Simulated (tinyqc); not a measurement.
# Pinning of the barrier by interface states

Cowley-Sze model with the space charge neglected: phiB = S (phiM - chi) + (1 - S)(Eg - phi0), S = 1/(1 + q Dit dl/(eps0 ei)), dl in cm.

Parameters, values chosen for the exercise; band and dielectric values close to those of gallium arsenide: band gap Eg = 1.39 eV; electron affinity chi = 3.99 eV; thickness of the interfacial layer dl = 0.6 nm; relative permittivity of the interfacial layer ei = 2; neutral level above the valence band phi0 = 0.75 eV; metal work function phiM = 4.44 eV.

Constants: q = 1.602176634e-19 C, eps0 = 8.8541878128e-14 F/cm where lengths are in cm. Results are converted to the units shown.

Pinning of the barrier by interface states:
```
Dit (cm^-2 eV^-1)        S  phiB (eV)  change of phiB for 0.5 eV more work function (eV)
1e11                0.9946     0.4510                                             0.4973
3e11                0.9840     0.4530                                             0.4920
1e12                0.9485     0.4598                                             0.4743
3e12                0.8600     0.4766                                             0.4300
1e13                0.6481     0.5169                                             0.3241
3e13                0.3804     0.5677                                             0.1902
1e14                0.1556     0.6104                                            0.07778
3e14               0.05785     0.6290                                            0.02893
1e15               0.01809     0.6366                                           0.009044
```

S falls from 0.995 to 0.0181, passing 1/2 at Dit = eps0 ei/(q dl) = 1.84e13 cm^-2 eV^-1. The barrier rises from 0.451 to 0.637 eV, from near the Schottky-Mott value phiM - chi = 0.450 eV towards the pinned value Eg - phi0 = 0.640 eV.

Numbers from tinyqc (`OMP_NUM_THREADS=1 python tinyqc.py 2020066 2020067 out.jsonl`; about 0.06 s on one thread of a shared Intel Xeon 2.30GHz).
